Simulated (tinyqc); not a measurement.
Nanosheet or nanowire with hard walls, valleys of the Si type: sweeps and comparisons. A value that a table varies takes the place of the one given here.

Six ellipsoidal valleys along the cube axes: inverse mass tensor w = 1/mt + (1/ml - 1/mt) a a^T with a the unit axis. Device axes: x along the channel, z = [001], y = z x x.

Hard walls around a W x H rectangle. The block w_c of w in (y, z) confines; the transport mass follows from 1/m_x = w_xx - w_xc w_c^-1 w_cx. The cross-section problem c (w_yy ky^2 + 2 w_yz ky kz + w_zz kz^2), c = hbar^2/2m0, is solved in products sin(n pi y/W) sin(l pi z/H), n, l = 1 to 12; if w_yz = 0 the levels are c pi^2 (w_yy n^2/W^2 + w_zz l^2/H^2). The w_yz term couples (n, l) to (n', l') by -2 c w_yz D_nn'(W) D_ll'(H) with D_nm(L) = 4 n m/(L (n^2 - m^2)) for n + m odd and 0 otherwise.

Without degeneracy the line density is N1 exp((EF - Ec)/kB T) with N1 = sum 2 g sqrt(m_x kB T/(4 pi c)) exp(-E/kB T), here over n, l up to 80 where w_yz = 0 and over all levels of a 12 x 12 sine basis otherwise; the classical value is W H Nc with Nc = 2 g_all (m_dos kB T/(4 pi c))^(3/2), m_dos = (ml mt^2)^(1/3); dVt = kB T ln(W H Nc/N1).

Constants: hbar^2/2m0 = 3.80998211 eV angstrom^2; kB = 8.617333262e-05 eV/K.

Parameters, chosen for this exercise (near those of Si; shifted at random, so the results belong to these values and not to a real crystal): ml = 0.921 m0 (longitudinal mass); mt = 0.189 m0 (transverse mass); T = 300 K (temperature); g_all = 6 (number of valleys); channel = 100 (transport direction x on a (001) wafer); H = 38 angstrom (height, along z = [001]); Ws = (25, 35, 50, 75, 110, 170, 260) angstrom (widths); W = 205 angstrom (width, along y).

## From wire to sheet

Valleys:

| group | valleys g | w_yy | w_zz | \|w_yz\| | m_x (m0) |
|---|---|---|---|---|---|
| A | 2 | 5.29101 | 1.08578 | 0.00000 | 0.18900 |
| B | 2 | 1.08578 | 5.29101 | 0.00000 | 0.18900 |
| C | 2 | 5.29101 | 5.29101 | 0.00000 | 0.92100 |

Lowest level of each group (groups ordered by w_zz, then w_yy) and dVt against the width.

Results:

| W (angstrom) | A1 (eV) | B1 (eV) | C1 (eV) | dVt (mV) |
|---|---|---|---|---|
| 25 | 0.3466 | 0.2031 | 0.4561 | 191.5 |
| 35 | 0.1907 | 0.1711 | 0.3002 | 157.5 |
| 50 | 0.1079 | 0.1541 | 0.2174 | 108.3 |
| 75 | 0.0636 | 0.1450 | 0.1732 | 76.9 |
| 110 | 0.0447 | 0.1412 | 0.1542 | 65.0 |
| 170 | 0.0352 | 0.1392 | 0.1447 | 58.6 |
| 260 | 0.0312 | 0.1384 | 0.1407 | 55.3 |

dVt falls from 192 to 55 mV. The lowest group changes from B to A between W = 35 and 50 angstrom (H = 38). At the widest W the lowest level is 0.0312 eV; the film limit c pi^2 w_zz/H^2 of that group is 0.0283 eV.

## Channel direction

The same rectangle along [100] and [110]; groups ordered by w_zz, then w_yy.

Lowest level of each group:

| channel, group | valleys g | w_yy | w_zz | \|w_yz\| | m_x (m0) | E (eV) |
|---|---|---|---|---|---|---|
| [100] A | 2 | 5.291 | 1.086 | 0.000 | 0.189 | 0.0330 |
| [100] B | 2 | 1.086 | 5.291 | 0.000 | 0.189 | 0.1388 |
| [100] C | 2 | 5.291 | 5.291 | 0.000 | 0.921 | 0.1425 |
| [110] A | 2 | 5.291 | 1.086 | 0.000 | 0.189 | 0.0330 |
| [110] B | 4 | 3.188 | 5.291 | 0.000 | 0.555 | 0.1406 |

The lowest subband has m_x = 0.189 m0 and 2 valleys along [100], and 0.189 m0 and 2 valleys along [110]; its edge lies at 0.0330 and 0.0330 eV. These valleys have their axis along z, so turning the channel in the wafer plane leaves them alone; only the higher groups change.

## What each parameter does

E1 and E2 are the two lowest subband edges over all groups. Each row changes one parameter from the base and keeps the others.

Results:

| case | E1 (eV) | E2 - E1 (meV) | m_x of lowest (m0) | dVt (mV) |
|---|---|---|---|---|
| base | 0.0330 | 14.2 | 0.189 | 56.9 |
| W = 220 angstrom | 0.0324 | 12.3 | 0.189 | 56.4 |
| H = 32 angstrom | 0.0446 | 14.2 | 0.189 | 66.1 |
| T = 350 K | 0.0330 | 14.2 | 0.189 | 61.2 |
| ml = 1.013 m0 | 0.0304 | 14.2 | 0.189 | 55.3 |
| mt = 0.208 m0 | 0.0326 | 12.9 | 0.208 | 55.7 |

The largest shifts from the base row, up to three for each result and ties (the steps differ in size, so this ranks the rows, not the parameters). E1 (eV): H +0.0116, ml -0.0026, W -0.0006; unchanged at the printed digits by T. E2 - E1 (meV): W -1.9, mt -1.3; unchanged at the printed digits by H, T and ml. m_x of lowest (m0): mt +0.019; unchanged at the printed digits by W, H, T and ml. dVt (mV): H +9.2, T +4.3, ml -1.6.

Run: tinyqc, `OMP_NUM_THREADS=1 python tinyqc.py 1252334 1252335 out.jsonl`; Intel(R) Xeon(R) Processor @ 2.30GHz, one thread, shared host; about 0.03 s of CPU time with all checks.
